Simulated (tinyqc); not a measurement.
Surface photovoltage measurement of the minority-carrier diffusion length in a wafer: one step, computed by the program tinyqc. Command: `OMP_NUM_THREADS=1 python tinyqc.py 3130582 3130583 out.jsonl spv walk`. One thread of a shared host (Intel(R) Xeon(R) Processor @ 2.30GHz), about 0.01 s of CPU time with the checks.

Low injection, steady light, a depletion layer much thinner than 1/alpha and L. The excess density dn is taken at the front edge of the neutral region; light that reaches the back is lost.

Question. One wavelength. alpha = (84.732/lambda - 76.417)^2 per cm with lambda in micrometre (an empirical fit for silicon between 0.7 and 1.05 micrometre). Thick wafer: dn = Phi L/((S_f + D/L)(L + 1/alpha)). Finite wafer, with s = S_b L/D, w = W/L, a = alpha L: dn = [Phi a/(a^2 - 1)] [a - B - exp(-alpha W)(a - s)/(cosh w + s sinh w)]/(S_f + B D/L), B = (sinh w + s cosh w)/(cosh w + s sinh w). Photovoltage V = (k_B T/e) ln(1 + dn/n_0). Lifetime = L^2/D.

Inputs (values chosen for the exercise, modelled on p-type silicon at room temperature):
```
quantity                                             value        unit
diffusion length L                                     350  micrometre
wafer thickness W                                      625  micrometre
diffusivity D                                         24.8      cm^2/s
front recombination velocity S_f                       320        cm/s
back recombination velocity S_b                      84000        cm/s
photon flux entering                               2.3e+13  1/(cm^2 s)
minority density at the surface barrier scale n_0  8.3e+09      1/cm^3
temperature T                                          298           K
wavelength                                             880          nm
```

Constants: k_B = 8.617333262e-05 eV/K.

Give: alpha; penetration depth 1/alpha; dn, thick wafer; B; dn, finite wafer; photovoltage V; lifetime.

Answer.

alpha = 394.8 1/cm

penetration depth 1/alpha = 25.33 micrometre

dn, thick wafer = 2.085e+10 1/cm^3

B = 1.057

dn, finite wafer = 1.998e+10 1/cm^3

photovoltage V = 31.48 mV

lifetime = 49.40 microsecond

Caution: dn is not small against n_0, so V is not linear in the flux; the constant-flux reading then needs dn, not V.
